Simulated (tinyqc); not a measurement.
Planar ballistic transistor, top-of-the-barrier model: effect of the band edge at the barrier top above the source Fermi level at zero bias.

At the top of the source barrier, states moving towards the drain are filled by the source (Fermi level 0) and states moving back by the drain (Fermi level -q Vd); nothing scatters. U is the shift of the band edge there, set by the capacitances CG, CD and CS (the total) and by the charge. Parabolic two-dimensional band; the source is grounded.

N0 = gv m kB T/(pi hbar^2), CG = eps0 eox/tox, vT = sqrt(2 kB T/(pi m)), CS = CG/aG, n0 = n at U = 0 and Vd = 0. eta1 = -(E0 + U)/Vt, eta2 = eta1 - Vd/Vt, n = (N0/2)[F_0(eta1) + F_0(eta2)], F_0(x) = ln(1 + exp x). U = UL + q (n - n0)/CS with UL = -(aG Vg + aD Vd), energies in eV. I = q (N0/2) vT [F_(1/2)(eta1) - F_(1/2)(eta2)] per width, F_(1/2)(x) = (2/sqrt(pi)) int_0^infinity u^(1/2)/(1 + exp(u - x)) du. CQ = (q/Vt) dn/d(eta1).

Values chosen for this exercise; mass and valleys close to those of a monolayer dichalcogenide:
- T = 250 K (temperature)
- m = 0.476 m0 (effective mass)
- gv = 2 (valley degeneracy)
- eox = 22 (relative permittivity of the gate insulator)
- tox = 3 nm (insulator thickness)
- aG = 0.86 (gate control CG/CS)
- aD = 0.03 (drain control CD/CS)
- Vg = 0.4 V (gate voltage)
- Vd = 0.4 V (drain voltage)

Constants: q = 1.602176634e-19 C, kB = 1.380649e-23 J/K, hbar = 1.054571817e-34 J s, m0 = 9.1093837015e-31 kg, Vt = kB T/q, eps0 = 8.8541878128e-14 F/cm where lengths are in cm. Results are converted to the units shown.

Effect of the band edge at the barrier top above the source Fermi level at zero bias:
```
E0 (eV)     eta1  n (cm^-2)  I (uA/um)  mean velocity I/(q n) (cm/s)    CQ/CS
0.1        2.208   9.905e12       1533                       9.658e6    3.802
0.15       1.698   7.992e12       1173                       9.158e6    3.566
0.2        1.169   6.166e12      857.6                       8.681e6    3.219
0.25      0.5846   4.402e12      580.0                       8.225e6    2.709
0.3      -0.1065   2.747e12      343.4                       7.802e6    1.997
0.35      -1.020   1.319e12      157.3                       7.443e6    1.118
0.4       -2.407   3.697e11      42.70                       7.209e6   0.3489
0.45      -4.414   5.155e10      5.889                       7.131e6  0.05047
```

As E0 goes from 0.1 to 0.45 eV, n falls from 9.90e12 to 5.15e10 cm^-2, the mean velocity falls from 9.66e6 to 7.13e6 cm/s and the current falls from 1530 to 5.89 uA/um. CQ/CS goes from 3.8 to 0.050.

Computed by the program tinyqc: `OMP_NUM_THREADS=1 python tinyqc.py 2400001 2400002 out.jsonl`, one thread of a shared Intel Xeon 2.30GHz, about 0.01 s for the whole run.
